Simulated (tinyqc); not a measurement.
# Sneak resistance and off state from two reads

Inverse problem. A cell Rc in parallel with a sneak path Rsn = K Ron [2/(N - 1) + 1/(N - 1)^2], N = 32, is read through a sense resistor Ron: Vout = Vr Ron/(Ron + Rc Rsn/(Rc + Rsn)). In the low state Rc = Ron. Find Rsn, K and Roff.

Parameters, values chosen for the exercise:
```
symbol  value  unit                      meaning
Ron        10  kohm  resistance of the low state
Vr        0.2     V                 read voltage
```

Vout with the selected cell low and high (mV): [127.607009, 88.6433937]

Solution. Each read gives the parallel resistance; the first yields Rsn, the second then Roff.

Rsn = 13.11 kohm
K = 20.00
Roff = 300.0 kohm

Program tinyqc, `OMP_NUM_THREADS=1 python tinyqc.py 2880106 2880107 out.jsonl`; Intel Xeon 2.30GHz, shared host, one thread, about 0.03 s.
